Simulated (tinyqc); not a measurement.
# Inputs raised by 10 %, one at a time

Model: ion implantation: universal nuclear stopping, Lindhard-Scharff electronic stopping and a Gaussian range profile. Computed by tinyqc, a small Python program. Command: `OMP_NUM_THREADS=1 python tinyqc.py 3019767 3019768 out.jsonl implant sens`. One thread of a shared host (Intel(R) Xeon(R) Processor @ 2.30GHz), about 0.2 s of CPU time with the checks.

An ion slows by elastic collisions with screened nuclei and by friction with electrons; channelling is ignored and the target is uniform.

Inputs (values chosen for the exercise, modelled on oxygen ions in aluminium): ion atomic number Z1 = 8; ion mass M1 = 16 u; target atomic number Z2 = 13; target mass M2 = 26.98 u; target density N = 60.2 1/nm^3; ion energy E = 140 keV; scale factor of electronic stopping k = 1.4; dose Q = 4.5e+13 1/cm^2; background C_B = 3.2e+15 1/cm^3; displacement energy E_d = 25 eV.

Method:
- Reduced energy eps = 32.53 M2 E/(Z1 Z2 (M1 + M2)(Z1^0.23 + Z2^0.23)), E in keV; s_n = ln(1 + 1.1383 eps)/(2 (eps + 0.01321 eps^0.21226 + 0.19593 eps^0.5)) for eps up to 30 and ln(eps)/(2 eps) above; S_n = 8.462 Z1 Z2 M1 s_n/((M1 + M2)(Z1^0.23 + Z2^0.23)) in 1e-15 eV cm^2.
- S_e = k 3.83 Z1^(7/6) Z2/(Z1^(2/3) + Z2^(2/3))^(3/2) sqrt(E/M1) in 1e-15 eV cm^2, E in keV.
- Path length R = int_0^E dE'/(N (S_n + S_e)); energy lost to nuclei nu = int_0^E S_n/(S_n + S_e) dE' (both with E' = E y^3 and 64 Gauss-Legendre points in y).
- Estimates of Lindhard type: R_p = R/(1 + M2/(3 M1)), straggle dR_p = (2/3) R_p sqrt(M1 M2)/(M1 + M2).
- C(x) = C_p exp(-(x - R_p)^2/(2 dR_p^2)) with C_p = Q/(sqrt(2 pi) dR_p), 1 nm = 1e-7 cm; the profile falls to the background at x_j = R_p + dR_p sqrt(2 ln(C_p/C_B)); the peak atomic fraction is C_p/N.
- Kinchin-Pease count with efficiency 0.8: N_d = 0.8 nu/(2 E_d), taking all of nu as damage energy (an upper estimate, as recoils also lose energy to electrons). Spread over a depth R_p + dR_p, displacements per atom = Q N_d/(N (R_p + dR_p)).

Runs; columns: (1) input moved; (2) from; (3) to; (4) straggle dR_p (nm); (5) depth x_j where C falls to C_B (nm); (6) energy lost to nuclei nu (keV); (7) displacements per atom:
```
(1)                                        (2)       (3)     (4)     (5)     (6)       (7)
base run                                     -         -  68.554  463.81  42.741  0.018174
ion energy E (keV)                         140       154  73.670  496.97  44.612  0.017652
scale factor of electronic stopping k      1.4      1.54  64.351  436.48  40.296  0.018253
dose Q (1/cm^2)                        4.5e+13  4.95e+13  68.554  465.58  42.741  0.019991
background C_B (1/cm^3)                3.2e+15  3.52e+15  68.554  462.02  42.741  0.018174
target density N (1/nm^3)                 60.2     66.22  62.322  423.26  42.741  0.018174
ion atomic number Z1                         8       8.8  62.994  427.64  44.185  0.020446
target mass M2 (u)                       26.98    29.678  66.856  455.54  40.830  0.017625
```

Exponents ln(y'/y) / ln(x'/x):
```
input                                  straggle dR_p  depth x_j where C falls to C_B  energy lost to nuclei nu  displacements per atom
ion energy E                                   0.755                           0.725                     0.450                  -0.306
scale factor of electronic stopping k         -0.664                          -0.637                    -0.618                   0.046
dose Q                                         0.000                           0.040                     0.000                   1.000
background C_B                                 0.000                          -0.041                     0.000                   0.000
target density N                              -1.000                          -0.960                     0.000                   0.000
ion atomic number Z1                          -0.887                          -0.852                     0.349                   1.236
target mass M2                                -0.263                          -0.189                    -0.480                  -0.322
```

Among the inputs moved here: straggle dR_p answers most in size to target density N (exponent -1.000), next to ion atomic number Z1 (-0.887); its exponent is below 0.0005 for dose Q, background C_B. depth x_j where C falls to C_B answers most in size to target density N (exponent -0.960), next to ion atomic number Z1 (-0.852). Energy lost to nuclei nu answers most in size to scale factor of electronic stopping k (exponent -0.618), next to target mass M2 (-0.480); its exponent is below 0.0005 for dose Q, background C_B, target density N. displacements per atom answers most in size to ion atomic number Z1 (exponent +1.236), next to dose Q (+1.000); its exponent is below 0.0005 for background C_B, target density N. Its exponent +1.000 in dose Q: cascades are counted independently.

Caution (all rows): the estimates of R_p and dR_p assume mainly nuclear stopping and an ion not much lighter than the target; here they are rough, and for light ions in heavy targets the straggle can be low by a factor of two or more.
